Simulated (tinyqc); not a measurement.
Thickness series: Landau-Devonshire theory of a uniaxial ferroelectric. Computed by tinyqc, a small Python program. Command: `OMP_NUM_THREADS=1 python tinyqc.py 3019320 3019321 out.jsonl ferro walk`. One thread of a shared host (Intel(R) Xeon(R) Processor @ 2.30GHz), about 0.01 s of CPU time with the checks.

G(P) = (alpha/2) P^2 + (beta*/4) P^4 + (gamma/6) P^6 - E P per volume, SI units, one domain, P along the polar axis, which is normal to the film.

Inputs (values chosen for the exercise, modelled on barium titanate):
```
quantity                           value             unit
alpha_0                           667000      J m/(C^2 K)
Curie-Weiss temperature T0           381                K
beta                           -8.04e+08        J m^5/C^4
gamma                           1.61e+10        J m^9/C^6
temperature T                        324                K
misfit strain u_m                -0.0086                -
electrostriction Q12              -0.043          m^4/C^2
compliance s11 + s12             5.6e-12            m^2/N
film thickness d                      54               nm
screening length lambda           0.0097               nm
background permittivity eps_b         10                -
series capacitance C_d               3.1  microfarad/cm^2
```

Sample: epitaxial film.

Constants: eps_0 = 8.8541878128e-12 F/m.

Method:
- alpha = alpha_0 (T - T0*), with clamping: T0* = T0 + 4 Q12 u_m/(alpha_0 (s11 + s12)), beta* = beta + 4 Q12^2/(s11 + s12).
- Ps^2 = [-beta* + sqrt(beta*^2 - 4 alpha gamma)]/(2 gamma).
- chi = 1/(eps_0 G''), G'' = alpha + 3 beta* P^2 + 5 gamma P^4 at Ps. Ps, chi and the coercive field are for perfect screening, without a depolarising field. The intrinsic coercive field is |alpha P + beta* P^3 + gamma P^5| at the P_c where G'' = 0. 1 C/m^2 = 100 microcoulomb/cm^2.
- Between shorted electrodes with screening length lambda each, the depolarising field is -k P, k = 2 lambda/(eps_0 (d + 2 lambda eps_b)), so alpha turns into alpha + k.
- The polar state is the lowest uniform state while alpha + k < 0 (beta* > 0) or < 3 beta*^2/(16 gamma) (beta* < 0); setting the equality gives the critical thickness d_c.
- Domains are left out, though they can pre-empt both the loss of P and the state at P = 0. The second and third columns are for the shorted capacitor, polar only where it is the lowest uniform state: alpha + k < 0 (beta* > 0) or < 3 beta*^2/(16 gamma) (beta* < 0). The last column is another circuit, the film in series with C_d at P = 0: 1/C = (alpha d)/(1 + alpha eps_0 eps_b) + 1/C_d, and P = 0 is locally stable while 1/C > 0; a dash marks the rest.

alpha = -3.02162e+08 J m/C^2

beta* = 5.16714e+08 J m^5/C^4

critical thickness d_c = 7.05726 nm

spontaneous polarisation Ps = 34.9121 microcoulomb/cm^2

Against thickness:
```
d (nm)  P (microcoulomb/cm^2)  depolarising field (MV/m)  C of the stack / C_d
1                       0.000                      0.000                1.0097
2                       0.000                      0.000                1.0196
3                       0.000                      0.000                1.0297
5                       0.000                      0.000                1.0506
8                      18.197                     48.659                1.0834
15                     29.034                     41.868                1.1687
30                     32.318                     23.452                1.4059
60                     33.679                     12.259                2.3667
150                    34.433                      5.023                     -
```

What does the comparison show, and why?

The polar state appears between 5 and 8 nm (d_c = 7.06 nm), and at 150 nm P is 98.6 % of Ps. The stack exceeds C_d wherever it is stable, up to 2.37 times: the ferroelectric held at P = 0 acts as a negative capacitance. Caution: far below T0* the expansion with linear alpha(T) is only a fit.

Extremes, crossings and ranges named in words are read from the listed rows.
